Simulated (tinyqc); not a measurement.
Off-state leakage of single and stacked transistors: one step of the calculation.

n-channel devices of unit width. Subthreshold current I(Vg, Vs, Vd) = I0 (T/300 K)^0.5 exp[(Vg - Vs - VT(T) - gb (Vs - Vb) + dd (Vd - Vs))/(nf Vt)] (1 - exp(-(Vd - Vs)/Vt)), VT(T) = VT - cT (T - 300 K). Gate-edge tunnelling Ig (Vd/1 V) exp(ag (Vd - 1 V)), for a gate at 0 V, and band-to-band leakage Ab u exp(-Bb/u), u = Vd - Vb + 1 V, flow at a drain held at V; both are taken as independent of T. In a stack of off transistors (all gates at 0 V) the same subthreshold current passes through each.

Question. Leakage of one transistor. Vg = Vs = 0, Vd = V; effective threshold VT(T) - gb Vb - dd V.

Parameters, values chosen for the exercise; values of the order met in bulk silicon logic transistors:
```
symbol,value,unit,meaning
T,300,K,temperature
V,1.1,V,supply voltage
VT,0.28,V,"threshold at 300 K, zero drain and body bias"
cT,0.9,mV/K,fall of the threshold with temperature
I0,0.66,uA/um,current at threshold at 300 K
nf,1.28,,slope factor
dd,0.05,,drain-induced lowering per volt
gb,0.08,,rise of the threshold per volt of source-body bias
Ig,2e-5,uA/um,gate-edge tunnelling current at 1 V
ag,5.7,1/V,exponential slope of the gate current
Ab,80,uA/(um V),prefactor of band-to-band leakage at the drain
Bb,20,V,its exponential voltage
Vb,-0.6,V,body voltage
```

Constants: q = 1.602176634e-19 C, kB = 1.380649e-23 J/K, Vt = kB T/q. Results are converted to the units shown.

Give: effective threshold; parts; total; shares.

Answer.

effective threshold = 0.2730 V
parts (nA/um): subthreshold 0.1724, gate edge 0.03890, band-to-band 131.1
total = 131.3 nA/um
shares (%): subthreshold 0.1313, gate edge 0.02964, band-to-band 99.84

The band-to-band part is the largest.

Program tinyqc, `OMP_NUM_THREADS=1 python tinyqc.py 2242261 2242262 out.jsonl`; Intel Xeon 2.30GHz, shared host, one thread, about 0.04 s.
